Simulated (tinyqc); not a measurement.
Finnis-Sinclair potential for a bcc metal: fit to cohesion and elasticity, then vacancy, surfaces and structure: one step, computed by the program tinyqc. Command: `OMP_NUM_THREADS=1 python tinyqc.py 3112941 3112942 out.jsonl fsfit walk`. One thread of a shared host (Intel(R) Xeon(R) Processor @ 2.30GHz), about 0.01 s of CPU time with the checks.

E = (1/2) sum V(r) - A sqrt(rho), rho = sum phi(r), phi = (r - d)^2 for r < d, V = (r - c)^2 (c0 + c1 r + c2 r^2) for r < c. In bcc the 8 first neighbours lie at sqrt(3) a/2 and the 6 second at a; both cut-offs lie below the third shell; Omega = a^3/2; E is per atom and z the number of atoms in a shell. The four constants A, c0, c1, c2 are fitted to E_c, zero pressure, B and C12 - C44 alone, so C44 and C11 - C12 are not matched singly; defects are unrelaxed.

Question. Unrelaxed vacancy. E_v = -A sum_shells z [sqrt(rho - phi(r)) - sqrt(rho)] - (1/2) sum z V(r): the neighbours lose one bond each, and the atom is put back in the bulk.

Inputs (values chosen for the exercise, modelled on vanadium):
```
quantity             value      unit
lattice constant a    3.04  angstrom
cohesive energy E_c   5.26        eV
density cut-off d/a  1.195         -
pair cut-off c/a     1.246         -
```

c0, c1, c2 (eV/angstrom^2, eV/angstrom^3, eV/angstrom^4): -2.455024  2.751930  -0.662069

A = 1.882244 eV/angstrom

rho = 10.10980 angstrom^2

Give: V at the two shells; phi at the two shells; vacancy energy E_v; E_v/E_c.

Answer.

V at the two shells (eV): 0.2683  -0.1162

phi at the two shells (angstrom^2): 1.000  0.351

vacancy energy E_v = 2.335 eV

E_v/E_c = 0.4439

A pair potential would give E_v = E_c; the square root lowers the ratio to 0.44.
